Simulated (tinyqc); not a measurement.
The same stress in different states: Raman shift of the zone-centre optical phonon of a diamond-structure crystal under stress. Computed by tinyqc, a small Python program. Command: `OMP_NUM_THREADS=1 python tinyqc.py 3020622 3020623 out.jsonl ramanstress walk`. One thread of a shared host (Intel(R) Xeon(R) Processor @ 2.30GHz), about 0.01 s of CPU time with the checks.

Axes x, y, z are the cube axes. Strain shifts the threefold optical mode and can split it; p, q and r are the phonon deformation potentials.

Inputs (values chosen for the exercise, modelled on silicon): unstrained frequency omega_0 = 521.2 1/cm; p/omega_0^2 = -1.86; q/omega_0^2 = -2.27; r/omega_0^2 = -0.716; C11 = 167.8 GPa; C12 = 63.24 GPa; C44 = 79.48 GPa; stress sigma (tension positive) = 0.26 GPa.

Stress state: hydrostatic. Axis: none.

Method:
- S11 = (C11 + C12)/D, S12 = -C12/D, D = (C11 - C12)(C11 + 2 C12), S44 = 1/C44.
- eps_xx = S11 sigma_xx + S12 (sigma_yy + sigma_zz), and cyclic; eps_xy = S44 sigma_xy/2 (tensor strain).
- Secular matrix: M_xx = p eps_xx + q (eps_yy + eps_zz), M_xy = 2 r eps_xy; its eigenvalues are omega^2 - omega_0^2, and the shifts are these over 2 omega_0.
- Uniaxial: sigma n n^T; biaxial: sigma (1 - n n^T); hydrostatic: sigma 1. The line seen from (001) is taken as unresolved, at the intensity-weighted shift M_zz/(2 omega_0).

S44 = 12.5818 1/TPa

S11 = 7.50863 1/TPa

S12 = -2.05525 1/TPa

Shifts (1/cm):
```
state                   lowest   middle  highest  line seen from (001)
uniaxial [100]         -0.5797  -0.5797  -0.3141               -0.5797
uniaxial [110]         -0.7521  -0.5797  -0.1417               -0.5797
uniaxial [001]         -0.5797  -0.5797  -0.3141               -0.3141
uniaxial [111]         -0.8981  -0.2877  -0.2877               -0.4912
biaxial, normal [001]  -1.1595  -0.8938  -0.8938               -1.1595
biaxial, normal [111]  -1.1858  -1.1858  -0.5754               -0.9824
hydrostatic            -1.4736  -1.4736  -1.4736               -1.4736
```

What does the comparison show, and why?

Seen from (001), uniaxial stress along [100] and along [110] give the same shift (-0.580), and equal biaxial stress in the plane gives twice as much (-1.159), since only sigma_xx + sigma_yy and sigma_zz enter M_zz. Stress along [001] gives -0.314. One measured shift therefore fixes the stress only once its state is assumed: read as uniaxial in the plane, a shift implies twice the stress that it does read as biaxial.

Extremes, crossings and ranges named in words are read from the listed rows.
